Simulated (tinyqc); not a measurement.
The mobility curve: inversion-layer mobility, back-scattering and ballistic limit of a field-effect transistor. Computed by tinyqc, a small Python program. Command: `OMP_NUM_THREADS=1 python tinyqc.py 3029878 3029879 out.jsonl mos walk`. One thread of a shared host (Intel(R) Xeon(R) Processor @ 2.30GHz), about 0.01 s of CPU time with the checks.

The charge at the top of the source barrier is fixed by the gate; series resistance and short-channel effects are left out. F_j are Fermi integrals normalised to exp(eta) in the classical limit.

Inputs (values chosen for the exercise, modelled on a strained silicon n-channel): weight w of the inversion charge = 0.5; permittivity eps = 11.7; phonon mobility at 1 MV/cm and 300 K, mu_ph = 610 cm^2/(V s); roughness mobility at 1 MV/cm, mu_sr = 2100 cm^2/(V s); Coulomb mobility at N_inv = 1e12/cm^2, mu_C = 1100 cm^2/(V s); electrical oxide thickness t_inv = 1.3 nm; depletion charge N_dep = 1.6e+11 1/cm^2; temperature T = 300 K.

Statistics at the top of the barrier: Fermi-Dirac.

Constants: eps_0 = 8.8541878128e-12 F/m; e = 1.602176634e-19 C.

Method. N_inv = 3.9 eps_0 (V_G - V_T)/(e t_inv); effective field E_eff = e (N_dep + w N_inv)/(eps eps_0). mu_phonon = mu_ph (E_eff/1 MV/cm)^(-0.3) (T/300 K)^(-1.75); mu_rough = mu_sr (E_eff/1 MV/cm)^(-2); mu_Coulomb = mu_C (N_inv/1e12 cm^-2) (T/300 K); Matthiessen's rule adds 1/mu.

Mobilities (cm^2/(V s)):
```
V_G - V_T (V)  N_inv (1/cm^2)  E_eff (MV/cm)  phonon   roughness  Coulomb   total
0.03               4.9737e+11         0.0632  1396.7  5.2564e+05      547  392.82
0.06               9.9474e+11         0.1017  1211.1  2.0316e+05     1094  573.22
0.12               1.9895e+12         0.1786  1022.8  6.5841e+04     2188  689.71
0.20               3.3158e+12         0.2812   892.6  2.6566e+04     3647  698.24
0.35               5.8027e+12         0.4735   763.4  9.3680e+03     6383  635.58
0.50               8.2895e+12         0.6658   689.2  4.7377e+03     9118  564.42
0.75               1.2434e+13         0.9863   612.5  2.1588e+03    13678  461.06
1.00               1.6579e+13         1.3068   562.9  1.2297e+03    18237  378.16
1.50               2.4869e+13         1.9478   499.4  5.5350e+02    27355  260.04
```

What does the comparison show, and why?

The lowest part is Coulomb from 0.0300 to 0.0600, phonon from 0.120 to 1.50 V. The total peaks at 698 near E_eff = 0.28 MV/cm: screening lifts it at low density and the field presses it down at high density.

Extremes, crossings and ranges named in words are read from the listed rows.
